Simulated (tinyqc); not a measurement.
Velocity overshoot from momentum and energy balance equations after a field step: one step, computed by the program tinyqc.

At t = 0 the field jumps from 0 to F in a uniform sample. v is the drift velocity and u = w - (3/2) k_B T the excess energy per carrier.

Problem. Constants and steady state. dv/dt = e F/m - v/tau_m(u), du/dt = e F v - u/tau_E, tau_m(u) = tau_0/(1 + c u), tau_0 = m mu_0/e, c = mu_0/(e tau_E v_s^2); this choice gives the steady state v (1 + mu_0 F v/v_s^2) = mu_0 F, which saturates at v_s. Steady velocity v = 2 mu_0 F/(1 + sqrt(1 + 4 (mu_0 F/v_s)^2)); u = e F v tau_E; carrier temperature T + 2u/(3 k_B), neglecting the drift energy m v^2/2.

Inputs (values chosen for the exercise, modelled on electrons in strained silicon except for tau_E):
```
quantity                      value        unit
effective mass m                0.2         m_0
low-field mobility mu_0        2400  cm^2/(V s)
saturation velocity v_s         1.1    1e7 cm/s
energy relaxation time tau_E   0.51          ps
field after the step F           11       kV/cm
lattice temperature T           300           K
```

Scheme: explicit Euler.

Constants: m_0 = 9.1093837015e-31 kg; e = 1.602176634e-19 C; k_B = 8.617333262e-05 eV/K.

Give: tau_0; c; acceleration e F/m; steady velocity; steady excess energy; steady carrier temperature.

Solution.

tau_0 = 272.9 fs

c = 38.89 1/eV

acceleration e F/m = 0.009674 1e7 cm/s per fs

steady velocity = 0.8945 1e7 cm/s

steady excess energy = 0.05018 eV

steady carrier temperature = 688.2 K

tau_E/tau_0 = 1.87, and in the steady state tau_m has shrunk to 92.5 fs.
